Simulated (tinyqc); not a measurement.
Thermoelectric coefficients with energy filtering, Landauer integrals: two steps of the calculation.

Bulk parabolic band, x = (E - Ec)/kB T, C = hbar^2/(2 m0), kB T in eV. Modes per area gv m kB T x/(4 pi C) times the back-scattering length l0 x^rr give the transport function s0 X(x), s0 = (2 q^2/h) gv m kB T l0/(4 pi C), X = x^(1 + rr), multiplied by tb for x < xb. I_k = int X (x - eta)^k w dx, w = 1/(4 cosh^2((x - eta)/2)).

Values chosen for this exercise: temperature T = 400 K; mass of one valley m = 0.85 m0; valleys gv = 3; back-scattering length at x = 1 l0 = 6.3 nm; energy exponent of that length rr = 0; reduced Fermi level (EF - Ec)/kB T eta = 4.4; barrier height over kB T, above Ec xb = 5.2; share of the transport function left below the barrier tb = 0.1; lower end of the grid xa = 0; upper end of the grid xe = 14; points of the grid nE = 15.

Constants: q = 1.602176634e-19 C, kB = 1.380649e-23 J/K, hbar = 1.054571817e-34 J s, h = 6.62607015e-34 J s, m0 = 9.1093837015e-31 kg, Vt = kB T/q, hbar^2/(2 m0) = 0.0380998212 eV nm^2. Results are converted to the units shown.

Problem 1. The three integrals on a coarse grid. Simpson's rule on nE equally spaced points from xa to xe.

Find: x; X; w; X w; I_0, I_1, I_2 on this grid.

Solution 1.

```
point       x        X          w        X w
0       0.000        0   0.011981          0
1       1.000  0.10000   0.031252  0.0031252
2       2.000  0.20000   0.076255   0.015251
3       3.000  0.30000    0.15868   0.047605
4       4.000  0.40000    0.24026   0.096104
5       5.000  0.50000    0.22878    0.11439
6       6.000   6.0000    0.13976    0.83858
7       7.000   7.0000   0.064358    0.45051
8       8.000   8.0000   0.025890    0.20712
9       9.000   9.0000  0.0098528   0.088675
10     10.000   10.000  0.0036707   0.036707
11     11.000   11.000  0.0013567   0.014923
12     12.000   12.000  4.9995e-4  0.0059994
13     13.000   13.000  1.8404e-4  0.0023925
14     14.000   14.000  6.7720e-5  9.4807e-4
```

I_0, I_1, I_2 on this grid: [1.7623, 3.7649, 12.210]

Problem 2. Coefficients of the electrons. sigma = s0 I_0, S = -(kB/q) I_1/I_0, Lorenz number L = (kB/q)^2 [I_2/I_0 - (I_1/I_0)^2], kappa_e = L sigma T.

converged I_0, I_1, I_2: [2.2261303, 4.2183539, 12.707673]

Find: s0; sigma; S; L; kappa_e.

Solution 2.

s0 = 896.14 S/cm
sigma = 1994.9 S/cm
S = -163.29 uV/K
L = 1.5725 x 1e-8 V^2/K^2
kappa_e = 1.2548 W/(m K)

L is 36 % below the Sommerfeld value (pi^2/3)(kB/q)^2 = 2.443e-8 V^2/K^2.

Range of the model: Parabolic bands, elastic scattering and a fixed kL make these model figures, not those of a material.

Numbers from tinyqc (`OMP_NUM_THREADS=1 python tinyqc.py 2800121 2800122 out.jsonl`; about 0.03 s on one thread of a shared Intel Xeon 2.30GHz).
